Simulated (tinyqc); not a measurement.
Two-junction solar cell, detailed-balance limit: effect of the temperature of the black-body sun.

The top cell takes all photons above E1, the bottom cell those between E2 and E1. Each cell follows J = Jsc - J0 (exp(V/Vt) - 1) with J0 = q ge Phi(gap, T)/ERE; light emitted by one cell and absorbed by the other is left out. In series both carry one current; wired apart (four terminals) each works at its own maximum power point. Efficiencies are counted against Pin = fs X sigma Ts^4.

Photon flux above E from a black body at temperature T into a hemisphere: Phi(E, T) = A sum_k exp(-k E/th)[E^2 th/k + 2 E th^2/k^2 + 2 th^3/k^3], k = 1, 2, ..., with th = kB T/q in eV and A = 2 pi q^3/(h^3 c^2). J1 = q fs X Phi(E1, Ts), J2 = q fs X [Phi(E2, Ts) - Phi(E1, Ts)], J01 and J02 as above; sigma = 2 pi^5 kB^4/(15 h^3 c^2). In series V(J) = Vt [ln((J1 - J)/J01 + 1) + ln((J2 - J)/J02 + 1)], and J V(J) is largest where V = J Vt [1/(J1 - J + J01) + 1/(J2 - J + J02)]. Apart, each cell has (1 + v) exp(v) = 1 + Jsc/J0 at its maximum power point, v = Vmp/Vt.

Inputs (values chosen for the exercise): cell temperature T = 320 K; share of the hemisphere filled by the sun fs = 2.16e-5; concentration X = 1; external radiative efficiency ERE = 0.3; number of faces that emit ge = 1; gap of the bottom cell E2 = 0.73 eV; gap of the top cell E1 = 1.58 eV.

Constants: q = 1.602176634e-19 C, kB = 1.380649e-23 J/K, h = 6.62607015e-34 J s, c = 299792458 m/s, Vt = kB T/q. Results are converted to the units shown.

Result of one run:
```
J1 (mA/cm^2)  J2 (mA/cm^2)  series efficiency (%)  four-terminal efficiency (%)
57.088              54.999                 38.250                        38.999
```

Which temperature of the black-body sun Ts gave this result: 4500, 5000, 6500 or 7500 K?

Ts = 6500 K.

The whole series:
```
Ts (K)  J1 (mA/cm^2)  J2 (mA/cm^2)  series efficiency (%)  four-terminal efficiency (%)
4000          4.6241        14.215                 21.875                        30.778
4500          9.1321        20.628                 27.397                        33.794
5000          16.086        28.043                 32.012                        35.996
5500          26.041        36.324                 35.618                        37.513
6000          39.536        45.346                 38.128                        38.476
6500          57.088        54.999                 38.250                        38.999
7000          79.192        65.192                 34.741                        39.182
7500          106.33        75.845                 31.144                        39.105
```

As Ts goes from 4000 to 7500 K, the series efficiency goes from 21.9 through a maximum of 38.2 (at Ts = 6500 K among the rows listed) to 31.1 %, and the four-terminal one goes from 30.8 through a maximum of 39.2 (at Ts = 7000 K among the rows listed) to 39.1 %. Among the rows the two lie closest, 0.35 points apart, at Ts = 6000 K, where J1/J2 = 0.872; the spread over the rows is 16.4 points in series and 8.40 apart. Current matching makes the series cell the more sensitive one. For Ts = 7000 to 7500 K the top cell has surplus current and is radiative, so luminescent coupling, left out here, would help the series cell.

Computed by the program tinyqc: `OMP_NUM_THREADS=1 python tinyqc.py 2820035 2820036 out.jsonl`, one thread of a shared Intel Xeon 2.30GHz, about 0.01 s for the whole run.
